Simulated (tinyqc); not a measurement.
Modulation-doped quantum well, Poisson-Schroedinger loop with local exchange and correlation: one step of the calculation.

A well of width L centred at z = 0 between barriers Vb; effective-mass electrons, parabolic bands. The electrons come from donor sheets outside the mesh, a share fL of Ns on the left and the rest on the right, so the structure is neutral. Energies are counted from the band edge of the well, with U = 0 on the first node in the Hartree part.

Question. Density, output potential and mixing. n_i = sum_k N_k |psi_k|^2 (converted to cm^-3). Hartree part by Gauss: on the interval after node i the enclosed sheet charge is S_i = fL Ns - hz sum_(j<=i) n_j, and U_(i+1) = U_i + q S_i hz/(eps0 eps_r) in eV, U_1 = 0. Added to it: V_xc = -(2 Ry/(pi al rs)) [1 + 0.7734 (rs/21) ln(1 + 21/rs)] (Hedin-Lundqvist), al = (4/(9 pi))^(1/3), rs = (3/(4 pi n))^(1/3)/aB, aB = 4 pi eps0 eps_r hbar^2/(md m0 q^2), Ry = q/(8 pi eps0 eps_r aB) in eV. Mixing: U(new) = U + a (U(out) - U).

Parameters, values chosen for the exercise; material values close to those of GaAs in AlGaAs:
- md = 0.068 m0 (in-plane mass)
- eps_r = 12.5 (relative permittivity (all layers))
- Ns = 2e12 cm^-2 (sheet density of electrons)
- fL = 0.5 (share of the donors on the left side)
- a = 0.3 (mixing factor)

Constants: q = 1.602176634e-19 C, hbar = 1.054571817e-34 J s, m0 = 9.1093837015e-31 kg, eps0 = 8.8541878128e-14 F/cm where lengths are in cm. Results are converted to the units shown.

```
node,z (nm),self-consistent potential U at the start (eV),|psi|^2 of E1 (1/nm),|psi|^2 of E2 (1/nm)
1,-5.8,0,0.00048309,0.00387944
2,-5.22,0,0.00224168,0.01591022
3,-4.64,0,0.00640183,0.03730946
4,-4.06,0,0.01562738,0.07024206
5,-3.48,0,0.03582563,0.11803970
6,-2.9,0,0.07353147,0.17637005
7,-2.32,0,0.11041983,0.18536124
8,-1.74,0,0.14602794,0.14797493
9,-1.16,0,0.17555904,0.08317044
10,-0.58,0,0.19503499,0.02381142
11,0,0,0.20183219,0.00000000
12,0.58,0,0.19503499,0.02381142
13,1.16,0,0.17555904,0.08317044
14,1.74,0,0.14602794,0.14797493
15,2.32,0,0.11041983,0.18536124
16,2.9,0,0.07353147,0.17637005
17,3.48,0,0.03582563,0.11803970
18,4.06,0,0.01562738,0.07024206
19,4.64,0,0.00640183,0.03730946
20,5.22,0,0.00224168,0.01591022
21,5.8,0,0.00048309,0.00387944
```

N_k (cm^-2): E1 2e12, E2 9.3893378e-13

Wanted: n; U(out); U after round 1.

Answer.

```
node,n (1e18 cm^-3),U(out) (eV),U after round 1 (eV)
1,0.0097,-0.002971,-0.000891
2,0.0448,0.003684,0.001105
3,0.1280,0.010279,0.003084
4,0.3125,0.016530,0.004959
5,0.7165,0.022162,0.006649
6,1.4706,0.027157,0.008147
7,2.2084,0.032339,0.009702
8,2.9206,0.036887,0.011066
9,3.5112,0.040437,0.012131
10,3.9007,0.042694,0.012808
11,4.0366,0.043469,0.013041
12,3.9007,0.042694,0.012808
13,3.5112,0.040437,0.012131
14,2.9206,0.036887,0.011066
15,2.2084,0.032339,0.009702
16,1.4706,0.027157,0.008147
17,0.7165,0.022162,0.006649
18,0.3125,0.016530,0.004959
19,0.1280,0.010279,0.003084
20,0.0448,0.003684,0.001105
21,0.0097,-0.002971,-0.000891
```

Numbers from tinyqc (`OMP_NUM_THREADS=1 python tinyqc.py 2140143 2140144 out.jsonl`; about 0.1 s on one thread of a shared Intel Xeon 2.30GHz).
